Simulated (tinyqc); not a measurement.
Internal photoemission over an interface barrier: one step of the calculation.

Electrons are excited from the valence band of a semiconductor over the barrier Phi(F) = P0 - sqrt(q F/(4 pi eps0 ei)), whose top lies at xm = sqrt(q/(16 pi eps0 ei F)). The yield is Y = A (hv - Phi)^p exp(-xm/l), with A = 1 here.

Question. Threshold from a spectrum. The yields were made at this field with a scatter of 1 %. Fit Y^(1/n) on hv by least squares for n = 2 and n = 3; the zero of the line is the threshold.

```
point  hv (eV)         Y
0         2.27  0.003064
1          2.4    0.0197
2         2.53   0.06125
3         2.66    0.1408
4         2.79     0.266
5         2.92    0.4559
```

Give: Y^(1/2); Y^(1/3); threshold for n = 2; threshold for n = 3.

Answer.

```
point   Y^(1/2)  Y^(1/3)
0      0.055353  0.14524
1       0.14036  0.27008
2       0.24749  0.39419
3       0.37523  0.52024
4       0.51575  0.64312
5       0.67520  0.76964
```

threshold for n = 2 = 2.2450 eV
threshold for n = 3 = 2.1188 eV

tinyqc, about 0.01 s, one thread, Intel Xeon 2.30GHz (shared host): `OMP_NUM_THREADS=1 python tinyqc.py 2410058 2410059 out.jsonl`
